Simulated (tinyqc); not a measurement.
Gate-all-around wire with two subbands, quantum capacitance: one step of the calculation.

phi is the Fermi level above the lowest subband edge, in volts; Vg is counted from the gate voltage at which an empty wire would have phi = 0. Both directions of motion are filled (equilibrium).

Problem. Gate capacitance. Cox = 2 pi eps0 eox/ln(1 + tox/rw) per length.

Parameters, values chosen for the exercise:
```
symbol,value,unit,meaning
eox,8.75,,relative permittivity of the gate insulator (close to aluminium oxide)
tox,3.1,nm,insulator thickness
rw,2.9,nm,radius of the wire
```

Constants: eps0 = 8.8541878128e-14 F/cm where lengths are in cm. Results are converted to the units shown.

Find: Cox.

Solution.

Cox = 6.6953 pF/cm

tinyqc, about 0.01 s, one thread, Intel Xeon 2.30GHz (shared host): `OMP_NUM_THREADS=1 python tinyqc.py 2200044 2200045 out.jsonl`
